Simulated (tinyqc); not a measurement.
Sputter depth profiling of a dopant layer: erosion rate, quantification and the mixing-roughness response: one step, computed by the program tinyqc. Command: `OMP_NUM_THREADS=1 python tinyqc.py 3007594 3007595 out.jsonl sims walk`. One thread of a shared host (Intel(R) Xeon(R) Processor @ 2.30GHz), about 0.01 s of CPU time with the checks.

A rastered ion beam erodes silicon (49.94 atoms per nm^3). The measured profile is the true one convolved with a depth response.

Problem. Measured shape. Mixing alone turns a layer at z0 into (1/w) exp(-(z - z0 + w)/w) for z > z0 - w; roughness adds a Gaussian of width sigma. With x = z - z0 + w: g(x) = (1/(2w)) exp(sigma^2/(2 w^2) - x/w) erfc((sigma/w - x/sigma)/sqrt2), and its integral G(x) = (1/2) erfc(-x/(sigma sqrt2)) - w g(x). Measured: Q g(x), 1 nm = 1e-7 cm. Find the maximum, the full width at half maximum and the deep point where the profile falls to C_B; far down, the trailing edge decays by w ln(10) per decade.

Inputs (values chosen for the exercise, modelled on a dopant in silicon under an oxygen or caesium beam):

| quantity | value | unit |
|---|---|---|
| roughness sigma | 0.5 | nm |
| depth of the layer z0 | 37 | nm |
| sheet density Q | 3.6e+12 | 1/cm^2 |
| level that defines the junction C_B | 2e+17 | 1/cm^3 |

True profile: delta layer.

mixing length w = 4.143911 nm

Give: depth of the maximum; peak concentration; full width at half maximum; apparent junction depth; trailing slope.

Solution.

depth of the maximum = 33.71 nm

peak concentration = 6.721e+18 1/cm^3

full width at half maximum = 4.065 nm

apparent junction depth = 48.51 nm

trailing slope = 9.542 nm/decade

The true deep edge lies at 37 nm, so the junction appears 11.5 nm too deep.
